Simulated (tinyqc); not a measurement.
Recursion (Haydock) method for the local density of states: bulk site of a square lattice: one step. The coefficients.

One orbital a site at energy 0, hopping -t to the 4 nearest neighbours of a square lattice; the start u0 is a site in the bulk, with energy V. Recursion: a_n = <u_n|H|u_n>, b_(n+1) u_(n+1) = (H - a_n) u_n - b_n u_(n-1), b > 0. G(z) = 1/(z - a0 - b1^2/(z - a1 - b2^2/(...))), z = E + i eta. After n levels the tail is b_n^2 T with the square-root terminator T = (z - sqrt(z - 2b) sqrt(z + 2b))/(2 b^2), b = 2t so that the band edges lie at -/+ 4t.

Parameters, chosen for this exercise: t = 1.33 eV (hopping); V = 0 eV (shift of the starting site); n = 6 (levels kept).

Task: Carry the recursion for n levels; the lattice is large enough that no wall is met.

Give: Coefficients.

Result:

Coefficients:
```
n  a_n (eV)  b_(n+1) (eV)  b_(n+1)^2/t^2
0    0.0000       2.66000         4.0000
1    0.0000       2.97397         5.0000
2    0.0000       2.59265         3.8000
3    0.0000       2.75963         4.3053
4    0.0000       2.61734         3.8727
5    0.0000       2.71568         4.1692
```

b1^2/t^2 = 4 counts the neighbours of the start. All a_n vanish because the lattice is bipartite and V = 0. The b_n tend to a quarter of the band width, 2.660 eV.

tinyqc: `OMP_NUM_THREADS=1 python tinyqc.py 1450842 1450843 out.jsonl`; about 0.01 s, one thread, shared Intel(R) Xeon(R) Processor @ 2.30GHz.
